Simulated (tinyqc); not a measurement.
Worked calculation: Hubbard ring of 6 sites. One step of it, computed by the program tinyqc.

Task: Mean-field iteration 1. H(up) = T + U n(down), H(down) = T + U n(up); fill the lowest levels; n(new) = n + mixing (n(out) - n); E = tr T (rho up + rho down) + U sum n_up n_down of the output.

one-body matrix (hopping and site energies) (eV), lower triangle:
```
,1,2,3,4,5,6
1,0.000000
2,-1.880000,0.000000
3,0.000000,-1.880000,0.000000
4,0.000000,0.000000,-1.880000,0.000000
5,0.000000,0.000000,0.000000,-1.880000,0.000000
6,-1.880000,0.000000,0.000000,0.000000,-1.880000,0.000000
```

U = 2.500000 eV

electrons, up and down: 3  3

mixing = 1

n(up) at the start (a guess, not normalised): 1 0.550000, 2 0.450000, 3 0.550000, 4 0.450000, 5 0.550000, 6 0.450000

n(down) at the start (a guess): 1 0.450000, 2 0.550000, 3 0.450000, 4 0.550000, 5 0.450000, 6 0.550000

Give: levels, up; levels, down; energy; n(up) after iteration 1; n(down) after iteration 1.

Result:

levels, up (eV): -2.5121  -0.6342  -0.6342  3.1342  3.1342  5.0121

levels, down (eV): -2.5121  -0.6342  -0.6342  3.1342  3.1342  5.0121

energy = -11.2807 eV

n(up) after iteration 1: 1 0.5277, 2 0.4723, 3 0.5277, 4 0.4723, 5 0.5277, 6 0.4723

n(down) after iteration 1: 1 0.4723, 2 0.5277, 3 0.4723, 4 0.5277, 5 0.4723, 6 0.5277
